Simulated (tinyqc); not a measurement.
From results back to parameters: interface roughness in a thin film (subband fluctuation and scattering). Five cases, with inputs chosen for the exercise.

Problem. The screened mobility was computed from a hidden rms height D.

Gaussian roughness spectrum S(q) = pi D^2 Lc^2 exp(-q^2 Lc^2/4). Degenerate gas, taken to fill one subband (the second starts to fill once c kF^2/md exceeds E2 - E1, which is not tested here): kF = sqrt(2 pi Ns/gv), q = 2 kF sin(theta/2), 1/tau = (md/(2 pi c hbar)) G^2 times the integral from 0 to pi of S(q)(1 - cos theta)/eps(q)^2 dtheta, eps(q) = 1 + qs/q with screening (qs = gv md q0/(c eps), q0 = e^2/(4 pi eps0), form factors left out, which overstates the screening; other scattering is left out too, so these values lie far above measured mobilities in all but the thinnest films) or 1 without; mobility = tau c2/md with c2 = e/m0 = 1.75882e15 cm^2/(V s^2); 1e12/cm^2 = 1e-4/angstrom^2.

Constants: hbar^2/2m0 = 3.80998211 eV angstrom^2; hbar = 6.58211957e-16 eV s; e^2/(4 pi eps0) = 14.39964547 eV angstrom.

Find: mobility for D = 1 angstrom; D.

Method. The mobility goes as 1/D^2, so D is the square root of the ratio. One value fixes only D^2 times a function of Lc; a second density is needed to part the two.

Case 1.

Values chosen (near those of a thin Si channel on (100), two-fold valleys; not measured data): md = 0.195 m0 (mass in the plane); gv = 2 (valleys); Lc = 30 angstrom (correlation length); Ns = 1.6 x 1e12/cm^2 (sheet density); eps = 8 (mean dielectric constant at the channel).

G = |dE1/dt| = 14.3250 meV/angstrom
mobility = 4388.12 cm^2/(V s)

Solution.

mobility for D = 1 angstrom = 1.935e+04 cm^2/(V s)
D = 2.10 angstrom

Case 2.

Values chosen (near those of a thin InGaAs channel; not measured data): md = 0.044 m0 (mass in the plane); gv = 1 (valleys); Lc = 16 angstrom (correlation length); Ns = 2.4 x 1e12/cm^2 (sheet density); eps = 10.8 (mean dielectric constant at the channel).

G = |dE1/dt| = 4.2219 meV/angstrom
mobility = 336692 cm^2/(V s)

Solution.

mobility for D = 1 angstrom = 6.599e+05 cm^2/(V s)
D = 1.40 angstrom

Case 3.

Values chosen (near those of a thin GaN channel; not measured data): md = 0.205 m0 (mass in the plane); gv = 1 (valleys); Lc = 38 angstrom (correlation length); Ns = 1.1 x 1e12/cm^2 (sheet density); eps = 9.7 (mean dielectric constant at the channel).

G = |dE1/dt| = 1.9321 meV/angstrom
mobility = 16370.8 cm^2/(V s)

Solution.

mobility for D = 1 angstrom = 2.122e+05 cm^2/(V s)
D = 3.60 angstrom

Case 4.

Values chosen (near those of a thin Si channel on (100), two-fold valleys; not measured data): md = 0.184 m0 (mass in the plane); gv = 2 (valleys); Lc = 36 angstrom (correlation length); Ns = 5.5 x 1e12/cm^2 (sheet density); eps = 7.6 (mean dielectric constant at the channel).

G = |dE1/dt| = 10.4350 meV/angstrom
mobility = 9459.80 cm^2/(V s)

Solution.

mobility for D = 1 angstrom = 4.172e+04 cm^2/(V s)
D = 2.10 angstrom

Case 5.

Values chosen (near those of a thin Si channel on (100), two-fold valleys; not measured data): md = 0.187 m0 (mass in the plane); gv = 2 (valleys); Lc = 40 angstrom (correlation length); Ns = 10 x 1e12/cm^2 (sheet density); eps = 8.1 (mean dielectric constant at the channel).

G = |dE1/dt| = 14.2234 meV/angstrom
mobility = 5551.00 cm^2/(V s)

Solution.

mobility for D = 1 angstrom = 5.684e+04 cm^2/(V s)
D = 3.20 angstrom

Computed by tinyqc, one run a case: `OMP_NUM_THREADS=1 python tinyqc.py N N+1 out.jsonl` with N = 1250215, 1250218, 1250225, 1250284, 1250299; one thread of a shared Intel(R) Xeon(R) Processor @ 2.30GHz, about 0.01 s a run at most.
